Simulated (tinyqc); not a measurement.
Finite-difference solution of the diffusion equation on a small grid: one step, computed by the program tinyqc. Command: `OMP_NUM_THREADS=1 python tinyqc.py 3020664 3020665 out.jsonl fdiff walk`. One thread of a shared host (Intel(R) Xeon(R) Processor @ 2.30GHz), about 0.01 s of CPU time with the checks.

dC/dt = D d2C/dx2 on nodes x_j = j dx, j = 0..11; the far end is sealed.

Question. Amplification factors. The mode of M with eigenvalue mu has its amplitude multiplied per step by g = (1 + (1 - theta) r mu)/(1 - theta r mu), with theta = 0 explicit, 1 implicit, 1/2 Crank-Nicolson; the explicit scheme is stable for r up to 2/|mu_min|.

Boundary at x = 0: fixed surface value. Scheme: Crank-Nicolson.

operator M:
```
    0   1   2   3   4   5   6   7
0   0   0   0   0   0   0   0   0
1   1  -2   1   0   0   0   0   0
2   0   1  -2   1   0   0   0   0
3   0   0   1  -2   1   0   0   0
4   0   0   0   1  -2   1   0   0
5   0   0   0   0   1  -2   1   0
6   0   0   0   0   0   1  -2   1
7   0   0   0   0   0   0   1  -2
8   0   0   0   0   0   0   0   1
9   0   0   0   0   0   0   0   0
10  0   0   0   0   0   0   0   0
11  0   0   0   0   0   0   0   0

     8   9  10  11
0    0   0   0   0
1    0   0   0   0
2    0   0   0   0
3    0   0   0   0
4    0   0   0   0
5    0   0   0   0
6    0   0   0   0
7    1   0   0   0
8   -2   1   0   0
9    1  -2   1   0
10   0   1  -2   1
11   0   0   2  -2
```

mesh ratio r = 1.3

Give: eigenvalues mu of M; factors g; largest stable r of the explicit scheme.

Answer.

eigenvalues mu of M: -3.980  -3.819  -3.511  -3.081  -2.563  -2.000  -1.437  -0.919  -0.489  -0.181  -0.020  0.000

factors g: -0.442  -0.426  -0.391  -0.334  -0.250  -0.130  0.034  0.252  0.518  0.790  0.974  1.000

largest stable r of the explicit scheme = 0.5026

The smallest factor is -0.442: the shortest waves flip sign at each step while they decay.
